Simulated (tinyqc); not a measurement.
Barrier thickness: exchange-split free-electron bands and tunnelling magnetoresistance.

Majority and minority bands E = c k^2/m -/+ Dx/2, c = hbar^2/2m0, so k_up = sqrt(m (EF + Dx/2)/c), k_dn = sqrt(m (EF - Dx/2)/c); n_s = k_s^3/(6 pi^2), D_s = m k_s/(4 pi^2 c).

Barrier: kappa = sqrt(mb phi/c), c = hbar^2/2m0. With a = k1/m, b = k2/m, w = kappa/mb, the transmission at normal incidence is T(k1, k2) = 4 a b w^2/[w^2 (a + b)^2 + (w^2 + a^2)(w^2 + b^2) sinh^2(kappa d)]. Parallel: G_P = T(up, up) + T(dn, dn); antiparallel: G_AP = 2 T(up, dn); TMR = (G_P - G_AP)/G_AP. Julliere: TMR = 2 P^2/(1 - P^2). Slonczewski factor: P_eff = P_k (w^2 - a_up a_dn)/(w^2 + a_up a_dn), P_k = (k_up - k_dn)/(k_up + k_dn).

Constants: hbar^2/2m0 = 3.80998211 eV angstrom^2.

Parameters, chosen for this exercise: EF = 4.54 eV (Fermi energy above the mean band bottom); Dx = 2.5 eV (exchange splitting); m = 0.9 m0 (mass in the electrodes); phi = 2.24 eV (barrier height above EF); mb = 0.8 m0 (mass in the barrier).

Results:

| d (angstrom) | kappa d | G_P | G_AP | TMR (%) |
|---|---|---|---|---|
| 1 | 0.686 | 1.25 | 1.23 | 1.23 |
| 2 | 1.372 | 0.423 | 0.421 | 0.55 |
| 3 | 2.057 | 0.116 | 0.116 | 0.35 |
| 6 | 4.115 | 0.00195 | 0.00194 | 0.28 |
| 8 | 5.487 | 0.000125 | 0.000125 | 0.28 |
| 10 | 6.858 | 8.07e-06 | 8.05e-06 | 0.28 |
| 13 | 8.916 | 1.32e-07 | 1.31e-07 | 0.28 |
| 16 | 10.973 | 2.15e-09 | 2.15e-09 | 0.28 |
| 20 | 13.716 | 8.91e-12 | 8.89e-12 | 0.28 |

Give the missing row, d (angstrom) = 4.

Computed row:
```
d (angstrom)  kappa d     G_P    G_AP  TMR (%)
4               2.743  0.0301  0.0300     0.30
```

For thick barriers each angstrom costs a factor exp(2 kappa) = 3.94 in both conductances, and TMR settles at 0.28 % (the interface factor, which vanishes at (kappa/mb)^2 = k_up k_dn/m^2, reduces it below the value from the polarisation of k alone); it is within 0.1 point of that from d = 3 angstrom on. At 1 angstrom it is 1.23 %, where the barrier is thin and the mismatch of k_up and k_dn starts to rule, as it does fully for d -> 0.

Computed by tinyqc, a small Python program: `OMP_NUM_THREADS=1 python tinyqc.py 1682591 1682592 out.jsonl` (the numbers bound the seed that draws the inputs); one thread of a shared host (Intel(R) Xeon(R) Processor @ 2.30GHz), about 0.01 s for the whole set of steps.
